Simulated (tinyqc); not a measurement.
# Ballistic transport through the one-dimensional subbands of a rectangular nanowire or nanosheet channel, step by step

A worked calculation. Computed by tinyqc, a small Python program that keeps every step. Command: `OMP_NUM_THREADS=1 python tinyqc.py 3026494 3026495 out.jsonl wire walk`. One thread of a shared host (Intel(R) Xeon(R) Processor @ 2.30GHz), about 0.01 s of CPU time with the checks. Intermediate numbers are printed to about 5 digits and carried at full precision; extremes and crossings named in words are read from the listed rows.

Hard walls, parabolic subbands, transport along x. Energies are counted from the bulk conduction band edge at the top of the barrier, which the gate pulls down by U; the source Fermi level lies at the bulk edge when U = 0.

Inputs (values chosen for the exercise, modelled on InAs):

| quantity | value | unit |
|---|---|---|
| mass m | 0.031 | m_0 |
| height a | 10 | nm |
| width b | 12 | nm |
| equivalent oxide thickness t | 1.8 | nm |
| gate voltage above flat band V_G | 0.56 | V |
| drain voltage V_D | 0.61 | V |
| temperature T | 300 | K |
| mean free path for back-scattering lambda | 41 | nm |
| channel length L | 100 | nm |

Valleys: single isotropic valley.

Constants: hbar^2/(2 m_0) = 3.80998212 eV angstrom^2; k_B = 8.617333262e-05 eV/K; m_0 = 9.1093837015e-31 kg; k_B = 1.380649e-23 J/K; hbar = 1.054571817e-34 J s; eps_0 = 8.8541878128e-12 F/m; e = 1.602176634e-19 C; h = 6.62607015e-34 J s.

## Subbands

E_pq = (hbar^2 pi^2/2)(p^2/(m_y b^2) + q^2/(m_z a^2)); m_x = m_y = m_z = m, degeneracy g = 1; the 10 lowest subbands are kept.

Subbands:

| valley axis | p | q | E (meV) | m_x (m_0) |
|---|---|---|---|---|
| - | 1 | 1 | 205.5 | 0.031 |
| - | 2 | 1 | 458.2 | 0.031 |
| - | 1 | 2 | 569.4 | 0.031 |
| - | 2 | 2 | 822.1 | 0.031 |
| - | 3 | 1 | 879.4 | 0.031 |
| - | 1 | 3 | 1175.9 | 0.031 |
| - | 3 | 2 | 1243.3 | 0.031 |
| - | 2 | 3 | 1428.6 | 0.031 |
| - | 4 | 1 | 1469.1 | 0.031 |
| - | 4 | 2 | 1833.0 | 0.031 |

The second subband lies 252.7 meV, or 9.78 k_B T, above the first. Caution: confinement energies this large call for non-parabolicity and barrier penetration, which lower the subbands and raise the mass.

## Self-consistent barrier

F_j(eta) = (1/Gamma(j + 1)) int_0^infinity x^j/(1 + exp(x - eta)) dx, F_0 = ln(1 + exp(eta)). Integrals over x = E/(k_B T) use 160 Gauss-Legendre points in u = sqrt(x) from 0 to sqrt(max(eta, 0) + 32). With degeneracy g = 1, eta_i = (U - E_i)/(k_B T) and u = e V_D/(k_B T): line density n = sum_i g sqrt(2 m_x k_B T/pi)/(2 hbar) [F_-1/2(eta_i) + F_-1/2(eta_i - u)]; gate: e n = C_ox (V_G - U/e), C_ox = 3.9 eps_0 2 (a + b)/t (flat-plate estimate); I = (2 e k_B T/h) sum_i g [F_0(eta_i) - F_0(eta_i - u)].

C_ox = 844.10 aF/micrometre

U = 516.58 meV

Occupation:

| subband | eta_i | n_i (1/nm) | I_i (microampere) |
|---|---|---|---|
| 1 | 12.032 | 1.5966e-01 | 2.4100e+01 |
| 2 | 2.257 | 6.4224e-02 | 4.7195e+00 |
| 3 | -2.044 | 4.8573e-03 | 2.4382e-01 |
| 4 | -11.820 | 3.0105e-07 | 1.4739e-05 |
| 5 | -14.035 | 3.2837e-08 | 1.6076e-06 |
| 6 | -25.505 | 3.4292e-13 | 1.6789e-11 |
| 7 | -28.112 | 2.5299e-14 | 1.2386e-12 |
| 8 | -35.280 | 1.9493e-17 | 9.5435e-16 |
| 9 | -36.844 | 4.0797e-18 | 1.9974e-16 |
| 10 | -50.920 | 3.1432e-24 | 1.5389e-22 |

line density n = 0.22875 1/nm

ballistic current I = 29.063 microampere

mean velocity I/(e n) = 7.9302 1e7 cm/s

2 of the subbands lie below the source Fermi level; the lowest carries 83 % of the current with 70 % of the charge. The gate spends 92 % of V_G on moving the bands.

## Conductance, capacitance and scattering

Linear conductance G = (2 e^2/h) sum_i g f(eta_i), g = 1, f = 1/(1 + exp(-eta_i)), with the barrier frozen at the eta_i above; current per perimeter I/(2(a + b)); with scattering, transmission lambda/(lambda + L) and low-bias resistance (1 + L/lambda)/G.

open modes sum g f = 2.0198

ballistic conductance = 156.50 microsiemens

current per perimeter = 660.53 microampere/micrometre

transmission = 0.29078

low-bias resistance with scattering = 21.975 kiloohm

Even without scattering the wire has h/(2 e^2 M) = 6.39 kiloohm, which sits in the contacts.

## Gate sweep

Open modes are sum_i g/(1 + exp(-eta_i)). The last column is e dn/dV_G over C_ox, taken up to the next row.

Against the gate voltage:

| V_G (V) | U (meV) | n (1/nm) | I (microampere) | open modes | C_g/C_ox |
|---|---|---|---|---|---|
| -0.0940 | -94.0 | 3.8010e-07 | 1.8609e-05 | 9.2904e-06 | 3.3295e-05 |
| 0.0055 | 5.5 | 1.7833e-05 | 8.7318e-04 | 4.3583e-04 | 3.1608e-03 |
| 0.1300 | 129.6 | 2.0911e-03 | 1.0347e-01 | 5.0347e-02 | 7.6927e-02 |
| 0.2600 | 249.6 | 5.4778e-02 | 3.7496e+00 | 8.4645e-01 | 9.3255e-02 |
| 0.3600 | 340.3 | 1.0391e-01 | 1.0472e+01 | 1.0050e+00 | 9.4644e-02 |
| 0.4900 | 458.0 | 1.6873e-01 | 2.0964e+01 | 1.5106e+00 | 1.7308e-01 |
| 0.6300 | 573.7 | 2.9639e-01 | 3.9063e+01 | 2.5303e+00 | 1.8133e-01 |
| 0.7900 | 704.7 | 4.4925e-01 | 6.8265e+01 | 3.0063e+00 | 2.0997e-01 |
| 0.9600 | 839.0 | 6.3731e-01 | 9.9506e+01 | 3.8310e+00 | 2.9624e-01 |
| 1.2000 | 1007.9 | 1.0119e+00 | 1.4801e+02 | 4.9940e+00 | - |

Between the first two rows the current rises one decade per 60 mV, against the limit ln(10) k_B T/e = 60 mV. Above threshold C_g/C_ox lies between 0.09 and 0.30: the quantum capacitance in series costs much, since the density of states of these subbands is small.

Checks made by the program: density of the lowest subband against a direct sum over k (relative difference 1e-09).
